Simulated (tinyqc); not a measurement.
Layer against dose: implant damage, amorphisation by cascade overlap, and solid-phase epitaxial regrowth. Computed by tinyqc, a small Python program. Command: `OMP_NUM_THREADS=1 python tinyqc.py 3113035 3113036 out.jsonl sper walk`. One thread of a shared host (Intel(R) Xeon(R) Processor @ 2.30GHz), about 0.01 s of CPU time with the checks.

Range and width of the damage are inputs. Dynamic annealing enters only through the surviving share f.

Inputs (values chosen for the exercise, modelled on phosphorus ions in silicon): atomic density N = 49.9 1/nm^3; ion Z1 = 15; ion mass M1 = 31 u; target Z2 = 14; target mass M2 = 28.09 u; ion energy E = 31 keV; displacement energy E_d = 17 eV; depth of the damage peak R_d = 25 nm; width of the damage profile s_d = 15 nm; share of defects that survive f = 0.81; critical displaced share x_c = 0.12; dose Q = 1.2e+14 1/cm^2.

Constants: a_0 = 0.529177210903 angstrom; e^2/(4 pi eps_0) = 14.39964548 eV angstrom.

Method. Robinson partition: eps = E a M2/(Z1 Z2 (e^2/(4 pi eps_0)) (M1 + M2)), a = 0.8853 a_0/sqrt(Z1^(2/3) + Z2^(2/3)); k = 0.0793 Z1^(2/3) Z2^(1/2) (M1 + M2)^(3/2)/((Z1^(2/3) + Z2^(2/3))^(3/4) M1^(3/2) M2^(1/2)); damage energy T_d = E/(1 + k (eps + 0.40244 eps^(3/4) + 3.4008 eps^(1/6))); displacements nu = 0.8 T_d/(2 E_d). Displaced share x(z) = f nu Q exp(-(z - R_d)^2/(2 s_d^2))/(sqrt(2 pi) s_d N); the layer is amorphous where x > x_c, between R_d -/+ s_d sqrt(2 ln(x_max/x_c)), the upper edge being cut at the surface. Threshold dose Q_c = Q x_c/x_max.

threshold dose Q_c = 6.01436e+13 1/cm^2

displacements per ion nu = 462.156

Dose series; the last column is f nu Q erfc((z2 - R_d)/(sqrt2 s_d))/2:
```
Q (1/cm^2)   x_max  upper edge (nm)  lower edge (nm)  displaced atoms beyond z2 (1/cm^2)
6.62e+13    0.1321       1.8429e+01           31.571                          8.1947e+15
9.02e+13    0.1800       1.1495e+01           38.505                          6.2120e+15
1.50e+14    0.2993       4.7206e+00           45.279                          4.9523e+15
2.41e+14    0.4808       7.4381e-03           49.993                          4.3160e+15
4.21e+14    0.8400                0           54.591                          3.8236e+15
7.22e+14    1.4406                0           58.442                          3.4842e+15
1.50e+15    2.9928                0           63.045                          3.1451e+15
3.01e+15    6.0056                0           66.962                          2.9016e+15
```

What does the comparison show, and why?

A dose 45 times larger moves the lower edge from 31.6 to 67.0 nm, as the root of a logarithm, and the damage beyond it falls by a factor 2.8, since the edge lies on an ever steeper tail. The layer reaches the surface at Q_c exp(R_d^2/(2 s_d^2)) = 2.41e14 per cm^2.
